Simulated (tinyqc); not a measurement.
Strain, valley repopulation and piezoresistance in a many-valley conduction band: one step, computed by the program tinyqc. Command: `OMP_NUM_THREADS=1 python tinyqc.py 3026368 3026369 out.jsonl valleys walk`. One thread of a shared host (Intel(R) Xeon(R) Processor @ 2.30GHz), about 0.03 s of CPU time with the checks.

Valleys are ellipsoids with mass m_l along the axis a and m_t across it, parabolic, with one constant relaxation time; strain shifts the valleys and leaves the masses alone. Currents are taken along [100], along the load, and along [010], across the load.

Question. Linear piezoresistance coefficients. Each of the 6 valleys holds n_v = N_v (2/sqrt(pi)) F_1/2((E_F - dE_v)/(k_B T)), N_v = 2 (m_d k_B T/(2 pi hbar^2))^(3/2), m_d = (m_l m_t^2)^(1/3); E_F solves sum n_v = n and is counted from the unstrained edge. F_j(eta) = int_0^infinity x^j/(1 + exp(x - eta)) dx, without a gamma-function factor. It is evaluated after integrating by parts. Integrals over x = E/(k_B T) use 160 Gauss-Legendre points in u = sqrt(x) from 0 to sqrt(max(eta, 0) + 32). With eta_0 the reduced Fermi level without strain, r = F_-1/2(eta_0)/(2 F_1/2(eta_0)) (1 for a classical gas) and c = r (Xi_u/k_B T) (m_l - m_t)/(2 m_l + m_t): pi11 = -(2/3) c (S11 - S12), pi12 = -pi11/2, pi44 = 0, with S11 - S12 = 1/(C11 - C12).

Inputs (values chosen for the exercise, modelled on silicon):
```
quantity                            value    unit
longitudinal mass m_l               0.908     m_0
transverse mass m_t                 0.189     m_0
shear deformation potential Xi_u     9.16      eV
C11                                   166     GPa
C12                                  64.3     GPa
electron density n                1.6e+19  1/cm^3
temperature T                         150       K
```

Valley axes: <100> (6 valleys in 3 pairs). Load: uniaxial [100].

Constants: k_B = 8.617333262e-05 eV/K; m_0 = 9.1093837015e-31 kg; k_B = 1.380649e-23 J/K; hbar = 1.054571817e-34 J s.

Give: eta_0; degeneracy factor r; pi11; pi12; pi44.

Answer.

eta_0 = 1.089

degeneracy factor r = 0.6392

pi11 = -106.5 1e-11/Pa

pi12 = 53.24 1e-11/Pa

pi44 = 0 1e-11/Pa

Degeneracy lowers the coefficients to 64 % of the classical value.
